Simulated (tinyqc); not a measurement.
LCCD on RHF in the sto-3g basis, frozen core, for BeH2, spin multiplicity 1, step by step. One step of it, computed by the program tinyqc.

Task: LCCD: starting amplitudes. t_ij^ab = <ij||ab> / (e_i + e_j - e_a - e_b), whose energy is MP2.

orbital energies (hartree): MO1 -4.534401, MO2 -0.415176, MO3 -0.372260, MO4 0.213663, MO5 0.213749, MO6 0.349777, MO7 0.689722

Two-electron integrals over orbitals (pq|rs), unique and non-zero (hartree); the lowest 1 orbital is frozen and left out:
```
(22|22) 0.372552    (32|32) 0.158209    (33|22) 0.384123    (33|33) 0.407517
(42|22) 0.001068    (42|33) 0.001441    (42|42) 0.047348    (43|32) 0.002183
(43|43) 0.012370    (44|22) 0.352572    (44|33) 0.333495    (44|42) -0.004366
(44|44) 0.449906    (52|52) 0.047334    (53|53) 0.012324    (54|52) -0.001354
(54|54) 0.024277    (55|22) 0.352602    (55|33) 0.333492    (55|42) -0.001662
(55|44) 0.401328    (55|55) 0.449859    (62|22) -0.014097   (62|33) -0.040886
(62|42) -0.000783   (62|44) 0.068241    (62|55) 0.068373    (62|62) 0.083596
(63|32) -0.092076   (63|43) -0.001871   (63|63) 0.087614    (64|22) 0.000228
(64|33) -0.000770   (64|42) 0.046345    (64|44) -0.000364   (64|55) 0.001311
(64|62) 0.003594    (64|64) 0.049005    (65|52) 0.046490    (65|54) -0.000840
(65|65) 0.049082    (66|22) 0.374631    (66|33) 0.385738    (66|42) 0.003691
(66|44) 0.351148    (66|55) 0.351286    (66|62) -0.027304   (66|64) 0.002290
(66|66) 0.391659    (72|32) -0.038856   (72|43) -0.001737   (72|63) 0.062844
(72|72) 0.057387    (73|22) 0.001122    (73|33) -0.017961   (73|42) -0.002390
(73|44) 0.070826    (73|55) 0.070857    (73|62) 0.079227    (73|64) 0.001827
(73|66) -0.020421   (73|73) 0.087552    (74|32) -0.003919   (74|43) 0.013166
(74|63) 0.002543    (74|72) 0.000790    (74|74) 0.017066    (75|53) 0.013224
(75|75) 0.016966    (76|32) 0.139395    (76|43) 0.002415    (76|63) -0.091316
(76|72) -0.046842   (76|74) -0.003393   (76|76) 0.136176    (77|22) 0.398536
(77|33) 0.414359    (77|42) 0.000294    (77|44) 0.376608    (77|55) 0.376586
(77|62) -0.018083   (77|64) -0.000767   (77|66) 0.408404    (77|73) 0.004041
(77|77) 0.451936
```

Give: Starting amplitudes; correlation energy.

Result:

Starting amplitudes (spin orbitals 1a, 1b, ...; amplitudes related by a flip of all spins are not repeated):
```
from      to         t
3a 3b  6a 6b   -0.0607
2a 2b  6a 6b   -0.0546
2a 3b  6a 7b   -0.0434
3a 3b  7a 7b   -0.0412
2a 2b  4a 4b   -0.0376
2a 2b  5a 5b   -0.0376
2a 3b  6b 7a    0.0344
2a 2b  7a 7b   -0.0260
3a 3b  4a 4b   -0.0106
3a 3b  5a 5b   -0.0105
2a 3a  6a 7a   -0.0090
3a 3b  4a 6b    0.0014
2a 3b  4a 7b    0.0014
2a 3b  4b 7a   -0.0010
2a 2b  4a 6b    0.0006
2a 3a  4a 7a  3.86e-04
```

correlation energy = -0.030312 hartree
